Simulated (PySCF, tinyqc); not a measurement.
Inside a calculation. Method: FCI on RHF in the sto-6g basis, for H2, spin multiplicity 1. The lowest restricted solution is unstable here: a spin-polarised one lies 0.0386 hartree lower (PySCF). One step of it, computed by the program tinyqc.

Task: FCI: roots. Diagonalise (each vector has its largest component positive (the first on a tie)); all determinants have Ms = 0, so triplets appear too. The lowest singlet root is the correlation energy.

Occupation strings over the orbitals (2 doubly, a alpha, b beta, 0 empty; spin orbitals ordered 1a 1b 2a 2b ...): 20 ab ba 02

H - E(HF) between determinants (hartree), lower triangle:
```
,20,ab,ba,02
20,0.000000
ab,0.000000,0.264810
ba,0.000000,-0.226972,0.264810
02,0.226972,0.000000,0.000000,0.548034
```

Give: lowest roots of this matrix, relative to E(HF); lowest vectors; <S^2> of these roots; weight of the ground state by excitation level 0, 1, 2, ....

Result:

lowest roots of this matrix, relative to E(HF) (hartree): -0.0818  0.0378  0.4918  0.6298

lowest vectors:
```
,root 1,root 2,root 3,root 4
20,0.9408,0.0000,0.0000,0.3390
ab,0.0000,0.7071,0.7071,0.0000
ba,0.0000,0.7071,-0.7071,0.0000
02,-0.3390,0.0000,0.0000,0.9408
```

<S^2> of these roots: 0.0000  2.0000  0.0000  0.0000

weight of the ground state by excitation level 0, 1, 2, ...: 0.8851  0.0000  0.1149

The reference has a weight of only 0.89: one determinant is a poor start here.
